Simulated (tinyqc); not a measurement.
Plane-wave Kohn-Sham cycle with exchange-only LDA in a layered model solid, step by step. One step of it, computed by the program tinyqc.

Task: Iteration 2: levels at that k. Diagonalise the Hermitian matrix.

H (hartree), lower triangle:
```
           -2         -1         +0         +1        +2
-2   0.430165
-1  -0.006967  -0.207077
+0  -0.005143  -0.006967  -0.334526
+1  -0.000406  -0.005143  -0.006967   0.047819
+2  -0.000002  -0.000406  -0.005143  -0.006967  0.939958
```

Give: eigenvalues.

Result:

eigenvalues (hartree): -0.3351  -0.2069  0.0480  0.4303  0.9400
